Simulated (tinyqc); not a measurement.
Minority carriers and saturation current of a heavily doped emitter: one step of the calculation.

n-type, parabolic bands, full ionisation. eta = (EF - Ec)/kB T solves N = Nc F12(eta), F12(x) = (2/sqrt(pi)) int_0^infinity sqrt(u)/(1 + exp(u - x)) du. The gap shrinks rigidly by dEg = E1 [ln(N/N0) + sqrt(ln^2(N/N0) + 0.5)], an empirical law that is here taken as the true narrowing.

Question. Fermi level. Newton step on ln F12(eta) = ln(N/Nc): eta(new) = eta - ln(Nc F12/N) F12/Fm, Fm(x) = dF12/dx = (1/sqrt(pi)) int_0^infinity u^(-1/2)/(1 + exp(u - x)) du.

Values chosen for this exercise: conduction-band density of states at 300 K Nc = 2.83e19 cm^-3; ionised donor density N = 1.3e20 cm^-3.

eta at the start (Boltzmann value) = 1.5247

Give: F12; Fm; eta after iteration 1.

Answer.

F12 = 2.176
Fm = 1.260
eta after iteration 1 = 2.815

Range of the model: Band tails, non-parabolic bands and incomplete ionisation are left out.

Program tinyqc, `OMP_NUM_THREADS=1 python tinyqc.py 2330056 2330057 out.jsonl`; Intel Xeon 2.30GHz, shared host, one thread, about 0.01 s.
